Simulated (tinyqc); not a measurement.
Five-level k.p model folded onto the conduction band: one step. Loewdin series. Four cases, with inputs chosen for the exercise.

Task: Give each order and the partial sums, counted from Eg.

Expanding E = H_cc + S(E) about Eg in powers of k^2, with s_n = sum_j H_cj^2/(Eg - H_jj)^n: order k^2: e2 = (1 + Cm) c0 k^2 + s1; order k^4: e4 = -s2 e2; order k^6: e6 = s3 e2^2 + s2^2 e2.

Give: s1 (eV), s2 (no unit), s3 (1/eV); (1 + Cm) c0 k^2 is H_cc - Eg; e2, e4, e6; partial sums.

Case 1.

Values chosen (out of a larger set: near those of GaSb; not measured data): Eg = 0.79 eV (gap at Gamma to the s-like level).

H (eV):
```
,c,lh,so,G8 up,G7 up
c,0.7883404,0.1801526,0.1273871,0.0627211,0.0443505
lh,0.1801526,0,0,0,0
so,0.1273871,0,-0.7730000,0,0
G8 up,0.0627211,0,0,3.4700000,0
G7 up,0.0443505,0,0,0,3.1300000
```

Result:

s1 (eV), s2 (no unit), s3 (1/eV); (1 + Cm) c0 k^2 is H_cc - Eg: 0.04916  0.05955  0.06972

e2, e4, e6 (eV): 0.04750  -0.00283  0.00033

partial sums (eV): 0.04750  0.04467  0.04499

The exact value is 0.04495 eV; the errors of the partial sums are +2.54, -0.28 and +0.04 meV.

Case 2.

Values chosen (out of a larger set: near those of GaAs; not measured data): Eg = 1.529 eV (gap at Gamma to the s-like level).

H (eV):
```
,c,lh,so,G8 up,G7 up
c,1.5368028,0.5210940,0.3684691,0.2115096,0.1495599
lh,0.5210940,0,0,0,0
so,0.3684691,0,-0.3410000,0,0
G8 up,0.2115096,0,0,4.7100000,0
G7 up,0.1495599,0,0,0,4.5300000
```

Result:

s1 (eV), s2 (no unit), s3 (1/eV); (1 + Cm) c0 k^2 is H_cc - Eg: 0.22868  0.16188  0.09451

e2, e4, e6 (eV): 0.23648  -0.03828  0.01148

partial sums (eV): 0.23648  0.19820  0.20968

The exact value is 0.20659 eV; the errors of the partial sums are +29.89, -8.39 and +3.09 meV.

Case 3.

Values chosen (out of a larger set: near those of InP; not measured data): Eg = 1.392 eV (gap at Gamma to the s-like level).

H (eV):
```
,c,lh,so,G8 up,G7 up
c,1.3920000,0.3867989,0.2735082,0.2090430,0.1478157
lh,0.3867989,0,0,0,0
so,0.2735082,0,-0.1070000,0,0
G8 up,0.2090430,0,0,4.6600000,0
G7 up,0.1478157,0,0,0,4.5900000
```

Result:

s1 (eV), s2 (no unit), s3 (1/eV); (1 + Cm) c0 k^2 is H_cc - Eg: 0.13718  0.11673  0.07576

e2, e4, e6 (eV): 0.13718  -0.01601  0.00329

partial sums (eV): 0.13718  0.12117  0.12446

The exact value is 0.12379 eV; the errors of the partial sums are +13.39, -2.63 and +0.67 meV.

Case 4.

Values chosen (out of a larger set: near those of ZnSe; not measured data): Eg = 2.845 eV (gap at Gamma to the s-like level).

H (eV):
```
,c,lh,so,G8 up,G7 up
c,2.7955495,0.8119977,0.5741691,0.2672612,0.1889822
lh,0.8119977,0,0,0,0
so,0.5741691,0,-0.4040000,0,0
G8 up,0.2672612,0,0,7.2500000,0
G7 up,0.1889822,0,0,0,7.1500000
```

Result:

s1 (eV), s2 (no unit), s3 (1/eV); (1 + Cm) c0 k^2 is H_cc - Eg: 0.30871  0.11830  0.03696

e2, e4, e6 (eV): 0.25926  -0.03067  0.00611

partial sums (eV): 0.25926  0.22859  0.23470

The exact value is 0.23350 eV; the errors of the partial sums are +25.76, -4.91 and +1.21 meV.

Computed by tinyqc, one run a case: `OMP_NUM_THREADS=1 python tinyqc.py N N+1 out.jsonl` with N = 1080942, 1080979, 1081012, 1081133; one thread of a shared Intel(R) Xeon(R) Processor @ 2.30GHz, about 0.01 s a run at most.
